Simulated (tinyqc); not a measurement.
Capillary instabilities by surface diffusion: grooving and agglomeration of films, edge retraction, wire break-up and smoothing of roughness: one step, computed by the program tinyqc.

Isotropic surface energy; shapes change by surface diffusion alone.

Task: Will grooves cut through? Groove angle beta: sin(beta) = gamma_b/(2 gamma). For circular grains of radius R with spherical caps the groove ends (measured from the mean surface) at the depth R g(beta), g = (2 - 3 cos beta + cos^3 beta)/(3 sin^3 beta). The film parts if R [g(beta_s) + g(beta_i)] > h.

Inputs (values chosen for the exercise, for a model film):
```
quantity                       value   unit
surface energy gamma_s          1.82  J/m^2
grain-boundary energy gamma_b   0.61  J/m^2
interface energy gamma_i        0.75  J/m^2
film thickness h                  11     nm
grain radius R                   180     nm
```

Grooves: at the surface and the interface.

Give: beta_s; beta_i; sum of g; critical R/h; final depth over h.

Result:

beta_s = 9.6473 degrees

beta_i = 23.996 degrees

sum of g = 0.15015

critical R/h = 6.6599

final depth over h = 2.4570

Given enough time, the grooves reach through: holes open at boundaries and, earlier, at triple junctions.
